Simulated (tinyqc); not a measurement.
Changing the hole prefactor a_p: avalanche multiplication and breakdown of a junction from ionisation integrals. Computed by tinyqc, a small Python program. Command: `OMP_NUM_THREADS=1 python tinyqc.py 3011913 3011914 out.jsonl impact sweep`. One thread of a shared host (Intel(R) Xeon(R) Processor @ 2.30GHz), about 0.04 s of CPU time with the checks.

Ionisation coefficients follow the local field. Position x runs through the depletion layer from the p side (x = 0), where electrons enter, to the n side (x = w), where holes enter. The built-in voltage is neglected.

Inputs (values chosen for the exercise, modelled on silicon): electron prefactor a_n = 723000 1/cm; electron field b_n = 1.27e+06 V/cm; hole field b_p = 2.04e+06 V/cm; exponent c = 1; permittivity eps = 11.7; doping gradient a = 2.2e+21 1/cm^4; bias as a fraction of the breakdown voltage = 0.74.

Junction: linearly graded.

Constants: e = 1.602176634e-19 C; eps_0 = 8.8541878128e-12 F/m.

Method:
- alpha_n = a_n exp(-(b_n/F)^c), alpha_p = a_p exp(-(b_p/F)^c).
- Field F = F_m [1 - (2x/w - 1)^2], w = sqrt(8 eps eps_0 F_m/(e a)), V = (2/3) F_m w.
- With Phi(x) = int_0^x (alpha_n - alpha_p) dx': 1 - 1/M_n = I_n = int_0^w alpha_n exp(-Phi) dx and M_p = M_n exp(-Phi(w)); trapezoid rule on 401 even points; breakdown at I_n = 1.
- Solve I_n(F_m) = 1.
- Bias V = fraction times the breakdown voltage.
- M_n = 1/(1 - I_n), M_p = M_n exp(-Phi(w)); McIntyre excess noise for the carrier with the larger M, F_x = k M + (1 - k)(2 - 1/M), with k = (smaller M - 1)/(larger M - 1).

One run for each value:
```
hole prefactor a_p (1/cm)  breakdown voltage (V)  effective k  excess noise factor     M_n
4.30e+04                                  45.065      0.00944               1.9946  10.980
1.20e+05                                  40.466      0.02365               1.9567   6.509
3.10e+05                                  36.257      0.05394               1.8955   4.219
8.30e+05                                  32.020      0.12331               1.7995   2.860
2.20e+06                                  28.058      0.27113               1.6733   2.085
6.00e+06                                  24.323      0.59096               1.5237   1.621
1.60e+07                                  21.076      0.81360               1.4136   1.357
```

Describe and explain the trends.

Over the rows, breakdown voltage (V) falls from 45.1 to 21.1 (exponent d ln y / d ln x -0.10 between the first rows and -0.15 between the last); effective k rises from 0.00944 to 0.814 (exponent d ln y / d ln x 0.89 between the first rows and 0.33 between the last); excess noise factor falls from 1.99 to 1.41 (exponent d ln y / d ln x -0.019 between the first rows and -0.076 between the last). Breakdown needs feedback from both carriers; weakening one raises V_B much less than in proportion but changes the noise. Left out: 16000 (the run failed its checks).
